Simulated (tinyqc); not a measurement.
# Length offset and series resistance from crossing lines

Inverse problem. R_total = Rs + k (L - dL)/Vo with constant Rs, dL and k. Find k, dL and Rs.

R_total at (L, Vo) = (40, 0.32), (80, 0.32), (40, 0.9) and (80, 0.9), L in nm and Vo in V (ohm um): 594.37500  906.87500  443.33333  554.44444

Answer. At each overdrive R is a straight line in L with slope k/Vo; the two lines cross at L = dL, R = Rs.

k = 2.500 ohm um V/nm
dL = 10.00 nm
Rs = 360.0 ohm um

Numbers from tinyqc (`OMP_NUM_THREADS=1 python tinyqc.py 2282184 2282185 out.jsonl`; about 0.03 s on one thread of a shared Intel Xeon 2.30GHz).
